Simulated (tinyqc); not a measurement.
# Resistance of a tapered via with liner, size effect and interface: two fill metals against the diameter

A round via whose diameter grows from db at the bottom as D(z) = db + 2 z/tan(ang). The fill, of diameter D - 2 tl, starts above the bottom liner (thickness fb tl) and has rho = rho0 (1 + ks lam/(D - 2 tl)); the sidewall liner conducts in parallel with it. The bottom liner and the interface are crossed over the full area pi db^2/4. Spreading in the lines above and below is left out.

Slices between z0 = fb tl and hv, evaluated at their midpoints: conductance per length pi/4 [(D - 2 tl)^2/rho + (D^2 - (D - 2 tl)^2)/rl], slice resistance = slice height over that. 2000 slices. R_fill = sum of the slices; R_bottom = rl fb tl/(pi db^2/4); R_interface = ri/(pi db^2/4). The second fill has rho2, lam2 and tl2 in place of rho0, lam and tl.

Parameters, values chosen for the exercise; fill metal close to copper:
```
symbol,value,unit,meaning
hv,46,nm,height
ang,88,degrees,sidewall angle
rho0,1.63,uohm cm,bulk resistivity of the fill
lam,39.5,nm,mean free path of the fill
ks,1.4,,size-effect factor
tl,2.4,nm,liner on the sidewall
fb,0.5,,liner at the bottom over that on the sidewall
rl,550,uohm cm,resistivity of the liner
ri,8e-13,ohm cm^2,interface resistivity at the bottom
Sb,1.1e15,S/m^2,"ballistic conductance per area, about 3/(4 rho0 lam)"
rho2,6.12,uohm cm,bulk resistivity of the second fill (close to cobalt)
lam2,11.5,nm,its mean free path
tl2,1.4,nm,its liner
```

Two fill metals against the diameter:
```
db (nm)	R, first fill (ohm)	R, second fill (ohm)	ratio second/first
8.5	509.6	288.8	0.5667
12	147.5	110.9	0.7518
17	53.90	45.90	0.8517
24	22.61	20.26	0.8958
35	9.455	8.637	0.9135
49	4.519	4.145	0.9174
70	2.116	1.940	0.9169
100	1.006	0.9205	0.9148
```

The ratio goes from 0.567 to 0.915. The second fill gives the lower R in every row.

tinyqc, about 0.01 s, one thread, Intel Xeon 2.30GHz (shared host): `OMP_NUM_THREADS=1 python tinyqc.py 2750085 2750086 out.jsonl`
